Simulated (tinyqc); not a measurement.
Barrier height: exchange-split free-electron bands and tunnelling magnetoresistance.

Majority and minority bands E = c k^2/m -/+ Dx/2, c = hbar^2/2m0, so k_up = sqrt(m (EF + Dx/2)/c), k_dn = sqrt(m (EF - Dx/2)/c); n_s = k_s^3/(6 pi^2), D_s = m k_s/(4 pi^2 c).

Barrier: kappa = sqrt(mb phi/c), c = hbar^2/2m0. With a = k1/m, b = k2/m, w = kappa/mb, the transmission at normal incidence is T(k1, k2) = 4 a b w^2/[w^2 (a + b)^2 + (w^2 + a^2)(w^2 + b^2) sinh^2(kappa d)]. Parallel: G_P = T(up, up) + T(dn, dn); antiparallel: G_AP = 2 T(up, dn); TMR = (G_P - G_AP)/G_AP. Julliere: TMR = 2 P^2/(1 - P^2). Slonczewski factor: P_eff = P_k (w^2 - a_up a_dn)/(w^2 + a_up a_dn), P_k = (k_up - k_dn)/(k_up + k_dn).

Constants: hbar^2/2m0 = 3.80998211 eV angstrom^2.

Inputs chosen for the exercise:
- EF = 4.37 eV (Fermi energy above the mean band bottom)
- Dx = 4.36 eV (exchange splitting)
- m = 1.08 m0 (mass in the electrodes)
- mb = 0.45 m0 (mass in the barrier)
- d = 12.6 angstrom (barrier thickness)

Results:
```
phi (eV)  w (1/angstrom)    P_eff  TMR (%)       G_P
0.20               0.342  -0.2071     8.33    0.0703
0.40               0.483  -0.1592     5.12    0.0216
0.70               0.639  -0.1030     2.15   0.00465
1.0                0.764  -0.0599     0.72   0.00124
1.5                0.935  -0.0068     0.01  0.000184
2.0                1.080   0.0315     0.20  3.52e-05
3.0                1.323   0.0830     1.39  2.10e-06
4.0                1.527   0.1160     2.73  1.89e-07
6.0                1.871   0.1559     4.98  3.23e-09
10                 2.415   0.1944     7.85  5.00e-12
```

P_eff vanishes where w^2 = a_up a_dn, at phi = 1.58 eV, inside the table; the lowest TMR listed is 0.01 % at 1.5 eV. TMR is 8.3 % at the lowest barrier and 7.9 % at the highest, against 15.4 % for Julliere with P_k; P_eff tends to +P_k for very high barriers and to -P_k for very low ones. G_P falls by 10.1 decades.

Run: tinyqc, `OMP_NUM_THREADS=1 python tinyqc.py 1682416 1682417 out.jsonl`; Intel(R) Xeon(R) Processor @ 2.30GHz, one thread, shared host; about 0.01 s of CPU time with all checks.
